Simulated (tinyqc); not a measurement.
Inside a calculation: hole subbands of a hard-walled well, four-band Luttinger model. Values are carried at full precision from step to step, so a last printed digit may differ when a step is redone from the rounded ones.

Constants: hbar^2/2m0 = 3.80998211 eV angstrom^2.

Inputs chosen for the exercise (near those of InP; not measured data): b = -1.95 eV (shear deformation potential); C11 = 104 GPa; C12 = 54.9 GPa; e_par = -0.0041 (strain in the plane); g1 = 5.1 (Luttinger gamma1); g2 = 1.6 (gamma2); L = 155 angstrom (well width along [001]); g3 = 2.1 (gamma3); k = 0.0106 1/angstrom (wave vector in the plane); N = 3 (sines for each component); kmax = 0.049 1/angstrom (end of the path).

## Shear strain energy

e_perp = -2 (C12/C11) e_par and Zs = b (e_par - e_perp); Zs > 0 lifts the heavy-hole edge by Zs and lowers the light-hole edge by Zs.

e_perp = 0.00433
shear strain energy Zs = 0.01644 eV

## Levels at k = 0

R and S vanish: HHn = c (g1 - 2 g2)(n pi/L)^2 - Zs and LHn = c (g1 + 2 g2)(n pi/L)^2 + Zs, c = hbar^2/2m0, hole energies counted downwards. Sort HH1 to HH4 and LH1, LH2.

Levels:
```
subband   E (eV)
HH1      -0.0135
HH2      -0.0045
HH3       0.0103
LH1       0.0294
HH4       0.0311
LH2       0.0684
```

The top subband is HH1, 8.9 meV from HH2.

## The matrix at one k

Hole energies are counted downwards from the unstrained band edge, c = hbar^2/2m0. After the usual block transformation one block is H = [[P + Q - Zs, R - i S], [R + i S, P - Q + Zs]] in (heavy, light), with P +/- Q = c [(g1 +/- g2) k^2 + (g1 -/+ 2 g2) kz^2], R = sqrt(3) c gR k^2, S = 2 sqrt(3) c g3 k kz, kz = -i d/dz; axial approximation gR = (g2 + g3)/2. Zs = b (e_par - e_perp) is the shear part of the strain (the hydrostatic part shifts all levels alike and is left out). Basis sqrt(2/L) sin(n pi z/L), n = 1 to N, for each component: kz^2 gives (n pi/L)^2 and the heavy-light block is R delta_nm - 2 sqrt(3) c g3 k D_nm with D_nm = 4 n m/(L (n^2 - m^2)) for n + m odd, 0 otherwise. The other block has the same levels. The split-off band is left out, a severe simplification for a spin-orbit splitting near 0.11 eV.

Fill in the 2N x 2N matrix, in meV.

H(k) (meV), lower triangle:
```
        h1     h2     h3     l1     l2      l3
h1  -10.59
h2       0  -1.67
h3       0      0  13.20
l1    1.37  -5.05      0  30.93
l2    5.05   1.37  -9.10      0  69.90
l3       0   9.10   1.37      0      0  134.85
```

## Levels and mixing

Diagonalise; give the four lowest hole energies and the weight of the heavy component (the first half of the basis) in each.

levels (meV): -10.97  -3.05  11.79  31.72

heavy weight: 0.995  0.974  0.977  0.022

The most mixed of the four is number 2, with 97 % heavy character. Against 60 sines these levels lie 0.0, 0.1, 0.9 and 2.3 meV too high: the small basis lacks the higher sines, which carry the upper levels.

## Dispersion in the plane

N = 20, nine points from 0 to kmax.

Hole energies (meV):
```
k (1/angstrom)      E1     E2     E3     E4  heavy weight of 1  heavy weight of 2
0.0000          -13.46  -4.54  10.33  29.43              1.000              1.000
0.0061          -12.62  -4.06  10.52  29.40              0.999              0.991
0.0123          -10.19  -2.63  11.15  29.44              0.992              0.966
0.0184           -6.44  -0.36  12.32  29.71              0.973              0.928
0.0245           -1.93   2.66  14.23  30.41              0.923              0.888
0.0306            2.57   6.26  17.10  31.83              0.834              0.848
0.0367            6.74   9.96  20.71  34.34              0.740              0.792
0.0429           10.80  13.47  24.26  37.93              0.663              0.730
0.0490           14.95  16.96  27.38  41.77              0.602              0.675
```

At small k the hole energy falls in subband 4: an electron-like mass, caused by repulsion from a deeper subband. E2 - E1 is smallest, 2.0 meV, at k = 0.0490 of the points listed. The top subband goes from 1.00 to 0.60 in heavy weight.

## Mass of HH1 in the plane

Second order in k: 1/m = g1 + g2 - sum_n 12 c g3^2 D_1n^2/(LHn - HH1) over even n up to 60, with D_1n = 4n/(L (n^2 - 1)) in size, LHn - HH1 = c [(g1 + 2 g2) n^2 - (g1 - 2 g2)](pi/L)^2 + 2 Zs, c = hbar^2/2m0.

LHn - HH1 for n = 2, 4, 6 (meV): 81.9  237.8  497.6
terms for n = 2, 4, 6: 0.7290  0.0402  0.0079
sum of all terms = 0.7819
mass without mixing, 1/(g1 + g2) = 0.1493 m0
1/m with mixing = 5.9181 1/m0

Mixing with the light holes takes m from 0.149 to 0.169 m0.

## Checks

- 1/m of HH1 from the full matrix (N = 60) at small k against second order: both 5.918.
- The 2 x 2 block with gR = g2 (k along [100]) for a plane wave (k, 0, pi/L) against the bulk heavy-hole formula, eV: both 0.00271.
- Lowest level at the given k on a real-space grid of 240 points against 60 sines, eV: both -0.0110.

tinyqc: `OMP_NUM_THREADS=1 python tinyqc.py 1282559 1282560 out.jsonl`; about 0.1 s, one thread, shared Intel(R) Xeon(R) Processor @ 2.30GHz.
